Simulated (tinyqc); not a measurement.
# Ballistic conductance of a hard-wall wire of circular section by counting modes: what changes with what

Subband edges E_(l,s) = C (j_(l,s)/a)^2/m with j_(l,s) the s-th zero of the Bessel function J_l; levels with l > 0 count twice; C = hbar^2/(2 m0). Every mode transmits fully; spin gives the factor 2 in 2 q^2/h, valleys the factor gv.

Inputs (values chosen for the exercise): temperature T = 77 K; mass m = 0.022 m0; valleys gv = 1; Fermi energy above the bulk band edge Ef = 0.031 eV; radius a = 57 nm.

Constants: q = 1.602176634e-19 C, kB = 1.380649e-23 J/K, hbar = 1.054571817e-34 J s, h = 6.62607015e-34 J s, m0 = 9.1093837015e-31 kg, Vt = kB T/q, hbar^2/(2 m0) = 0.0380998212 eV nm^2. Results are converted to the units shown.

Each table varies one quantity; the others keep the values above.

## Conductance against Fermi energy

G = (2 q^2/h) gv M; at zero temperature M counts the edges below Ef, at T it is the sum of degeneracy times f. The smooth (Sharvin) count is kF^2 A/(4 pi), kF = sqrt(m Ef/C), A = pi a^2, perimeter p = 2 pi a, and with the boundary term kF^2 A/(4 pi) - kF p/(4 pi). f = 1/(1 + exp((E_n - Ef)/Vt)).

Conductance against Fermi energy:

| Ef (eV) | M at T = 0 | M at T | smooth count | with boundary term | G (uS) |
|---|---|---|---|---|---|
| 0.008 | 3 | 2.948 | 3.752 | 1.815 | 228.4 |
| 0.013 | 3 | 4.393 | 6.097 | 3.628 | 340.4 |
| 0.019 | 6 | 6.423 | 8.911 | 5.926 | 497.7 |
| 0.024 | 8 | 8.275 | 11.26 | 7.901 | 641.1 |
| 0.029 | 10 | 10.22 | 13.60 | 9.913 | 791.5 |
| 0.035 | 12 | 12.62 | 16.42 | 12.36 | 977.7 |
| 0.04 | 15 | 14.66 | 18.76 | 14.43 | 1136 |
| 0.046 | 17 | 17.14 | 21.57 | 16.93 | 1328 |
| 0.051 | 19 | 19.23 | 23.92 | 19.03 | 1490 |
| 0.057 | 23 | 21.77 | 26.73 | 21.56 | 1687 |
| 0.062 | 23 | 23.88 | 29.08 | 23.69 | 1850 |

The integer count climbs from 3 to 23; the smooth count goes as Ef^(1.00). In the last row M at T is 18 % below the smooth count and 0.81 % above the count with the boundary term: hard walls push the wave away from the edge and cost modes. The largest gap between M at T and the integer count is 1.4.

## Conductance against size

Same model as above.

Conductance against size:

| a (nm) | M at T = 0 | M at T | smooth count | with boundary term | G (uS) |
|---|---|---|---|---|---|
| 19.9 | 1 | 0.7161 | 1.772 | 0.4409 | 55.48 |
| 29.4 | 3 | 2.151 | 3.868 | 1.901 | 166.7 |
| 38.8 | 5 | 4.385 | 6.737 | 4.141 | 339.7 |
| 48.2 | 8 | 7.432 | 10.40 | 7.172 | 575.9 |
| 57.6 | 12 | 11.28 | 14.85 | 10.99 | 873.8 |
| 67 | 17 | 15.92 | 20.09 | 15.61 | 1233 |
| 76.4 | 23 | 21.35 | 26.12 | 21.01 | 1654 |
| 85.8 | 27 | 27.57 | 32.94 | 27.20 | 2136 |
| 95.2 | 34 | 34.58 | 40.56 | 34.19 | 2679 |
| 104.6 | 42 | 42.39 | 48.96 | 41.97 | 3284 |
| 114 | 51 | 50.99 | 58.16 | 50.53 | 3951 |

What does the comparison show?

The integer count climbs from 1 to 51 in steps, and G from 55.5 to 3950 uS. In the last row M at T is 12 % below the smooth count and 0.90 % above the count with the boundary term: hard walls push the wave away from the edge and cost modes. The largest gap between M at T and the integer count is 1.7.

tinyqc, about 0.1 s, one thread, Intel Xeon 2.30GHz (shared host): `OMP_NUM_THREADS=1 python tinyqc.py 2740112 2740113 out.jsonl`
